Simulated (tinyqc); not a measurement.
Flow curve at three pumping speeds: Berg model of reactive sputtering of a nitride or oxide: poisoning, hysteresis and pumping speed. Computed by tinyqc, a small Python program. Command: `OMP_NUM_THREADS=1 python tinyqc.py 3031895 3031896 out.jsonl berg walk`. One thread of a shared host (Intel(R) Xeon(R) Processor @ 2.30GHz), about 0.08 s of CPU time with the checks.

A diatomic gas reacts with bare metal on the target and on the collecting surfaces; ions remove metal and compound from the target. theta_t and theta_c are the compound fractions.

Inputs (values chosen for the exercise, close to those used for titanium dioxide):

| quantity | value | unit |
|---|---|---|
| ion current density J | 10 | mA/cm^2 |
| target area A_t | 52 | cm^2 |
| collecting area A_c | 1600 | cm^2 |
| metal yield Y_m | 0.56 | - |
| compound yield Y_c | 0.027 | - |
| sticking coefficient alpha | 0.2 | - |
| reactive atoms per metal atom z | 2 | - |
| gas mass M | 32 | u |
| pumping speed S | 130 | l/s |
| gas temperature T | 300 | K |

Constants: e = 1.602176634e-19 C; u = 1.6605390666e-27 kg; k_B = 1.380649e-23 J/K.

Method. Ion flux j = J/e; gas flux F = P/sqrt(2 pi M k_B T). Target: (2/z) alpha F (1 - theta_t) = j Y_c theta_t. Sputtered flows F_c = j Y_c theta_t A_t, F_m = j Y_m (1 - theta_t) A_t. Collector: (2/z) alpha F (1 - theta_c) A_c + F_c (1 - theta_c) = F_m theta_c. Gas use Q = alpha F [(1 - theta_t) A_t + (1 - theta_c) A_c] + P S/(k_B T); 1 sccm = 4.4780e17 molecules/s. Rate R = F_m + F_c, given relative to j Y_m A_t. P is a single-valued function of the flow Q only if dQ/dP > 0 everywhere: S must exceed k_B T times the steepest fall of the surface terms with P.

pressure of the steepest fall = 0.00510488 Pa

critical pumping speed = 172.747 l/s

Pressure as the free variable:

| P (Pa) | theta_t | theta_c | relative rate | Q at S_c/4 (sccm) | Q at S_c (sccm) | Q at 2 S_c (sccm) |
|---|---|---|---|---|---|---|
| 0.00026 | 0.07662 | 0.12073 | 0.92707 | 0.4604 | 0.4785 | 0.5027 |
| 0.00051 | 0.13998 | 0.22397 | 0.86677 | 0.7998 | 0.8354 | 0.8829 |
| 0.00100 | 0.24193 | 0.39022 | 0.76973 | 1.2424 | 1.3123 | 1.4054 |
| 0.00180 | 0.36486 | 0.57797 | 0.65273 | 1.5731 | 1.6989 | 1.8665 |
| 0.00310 | 0.49732 | 0.74795 | 0.52666 | 1.6710 | 1.8875 | 2.1763 |
| 0.00510 | 0.61943 | 0.86529 | 0.41044 | 1.5602 | 1.9165 | 2.3915 |
| 0.00820 | 0.72353 | 0.93407 | 0.31136 | 1.3714 | 1.9441 | 2.7079 |
| 0.01300 | 0.80578 | 0.96960 | 0.23307 | 1.2199 | 2.1280 | 3.3388 |
| 0.02000 | 0.86455 | 0.98596 | 0.17713 | 1.1745 | 2.5716 | 4.4343 |
| 0.04100 | 0.92900 | 0.99636 | 0.11579 | 1.4229 | 4.2869 | 8.1055 |

At S_c/4 the flow falls with pressure in 4 of the intervals: as the target poisons, less metal arrives to getter the gas. At 2 S_c it rises throughout. Coverages and rate depend on P alone, not on S. The collector converts before the target (theta_c = 0.75 at theta_t = 0.50), since the metal is spread over a larger area and no ions clean it. The rate tends to Y_c/Y_m = 0.048.
